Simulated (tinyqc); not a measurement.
From results to parameters: Hueckel model of a polar double bond. Computed by the program tinyqc.

Problem. A C=X pi bond in Hueckel theory has H_XX = alpha + h beta, H_CC = alpha and H_CX = k beta, with two electrons. Find h, k, the charge on carbon and the bond order.

x values of the two levels (E = alpha + x beta): 1.794032  -0.194032

Solution. The sum of the x values is h and their product is -k^2; the charge on carbon is h/sqrt(h^2 + 4k^2) and the bond order 2k/sqrt(h^2 + 4k^2).

h, k: 1.6000  0.5900
charge on carbon, bond order: 0.8048  0.5935
